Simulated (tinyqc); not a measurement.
MOS capacitor on an n-type substrate, surface potential from the exact charge relation: two steps of the calculation.

Uniform n-type substrate, Boltzmann statistics, full ionisation, classical densities. psi is the surface potential against the body (positive when the bands bend down) and u = -psi/Vt. Traps are spread evenly over the gap and neutral at flat band, so their charge is -q Dit psi; the minority quasi-Fermi level is shifted by Vb.

Inputs (values chosen for the exercise); band and dielectric values close to those of silicon:
- T = 325 K (temperature)
- Eg = 1.12 eV (band gap)
- eps_r = 11.6 (relative permittivity)
- Nc = 3.21e19 cm^-3 (conduction-band density of states at T)
- Nv = 3.02e19 cm^-3 (valence-band density of states at T)
- N = 6.4e17 cm^-3 (donor density of the substrate)
- eox = 3.9 (relative permittivity of the gate insulator (close to silicon dioxide))
- tox = 11 nm (insulator thickness)
- Nf = -4.2e10 cm^-2 (fixed charge at the interface, in units of q)
- Dit = 0 cm^-2 eV^-1 (density of interface traps)
- Vb = 0 V (reverse bias of the inversion layer against the body)
- Vg = -2.16 V (gate voltage against the body)

Constants: q = 1.602176634e-19 C, kB = 1.380649e-23 J/K, Vt = kB T/q, eps0 = 8.8541878128e-14 F/cm where lengths are in cm. Results are converted to the units shown.

Question 1. Newton step for the surface potential. u = -psi/Vt; F^2 = exp(-u) + u - 1 + r (exp(u) - u - 1); Qs = +sign(u) Q0 F; Cs = -dQs/dpsi = (Q0/Vt) |1 - exp(-u) + r (exp(u) - 1)|/(2 F). f = Vfb + psi + (q Dit psi - Qs)/Cox - Vg, f' = 1 + (Cs + q Dit)/Cox, psi(new) = psi - f/f'.

psi at the start = -3.1817870 V
Cox = 0.31392120 uF/cm^2
Vfb = 1.0217870 V
Q0 = 76.805384 nC/cm^2
r = 1.0146145e-14

Wanted: u; F; Qs; Cs; f; f'; psi after iteration 1.

Answer 1.

u = 113.61
F = 4.7114e17
Qs = 3.6186e19 nC/cm^2
Cs = 6.4604e17 uF/cm^2
f = -1.1527e17 V
f' = 2.0580e18
psi after iteration 1 = -3.1258 V

This iterate lies far beyond the solution, so its charge is not a physical one.

Question 2. Charges, field and capacitances at the solution. ni = sqrt(Nc Nv) exp(-Eg/(2 Vt)), Eg in volts; phiF = Vt ln(N/ni); Cox = eps0 eox/tox; Vfb = phiM - chi - Vt ln(Nc/N) - q Nf/Cox; Q0 = sqrt(2 eps0 eps_r q N Vt); r = (ni/N)^2 exp(-Vb/Vt); VT = Vfb - [(2 phiF + Vb)(1 + q Dit/Cox) + sqrt(2 eps0 eps_r q N (2 phiF + Vb))/Cox].

Low frequency: 1/C_LF = 1/Cox + 1/(Cs + q Dit). High frequency, in the simple estimate in which traps and minority carriers do not follow: 1/C_HF = 1/Cox + 1/Cd, Cd being Cs with r = 0 at the same psi. Minority sheet density N_inv = (Q0/(2 q)) int_0^u r (exp(t) - 1)/F(t) dt for u > 0. Oxide field |Qs - q Dit psi + q Nf|/(eps0 eox).

converged psi = -1.0083356 V

Wanted: Qs; N_inv; oxide field; Cs; C_LF/Cox; C_HF/Cox.

Answer 2.

Qs = 682.3 nC/cm^2
N_inv = 1.441e12 cm^-2
oxide field = 1.956 MV/cm
Cs = 6.932 uF/cm^2
C_LF/Cox = 0.9567
C_HF/Cox = 0.4247

The surface is in strong inversion (borders at |psi| = 0, phiF + Vb and 2 phiF + Vb = 0.902 V). Minority carriers make up 33.8 % of Qs.

Program tinyqc, `OMP_NUM_THREADS=1 python tinyqc.py 2060136 2060137 out.jsonl`; Intel Xeon 2.30GHz, shared host, one thread, about 0.01 s.
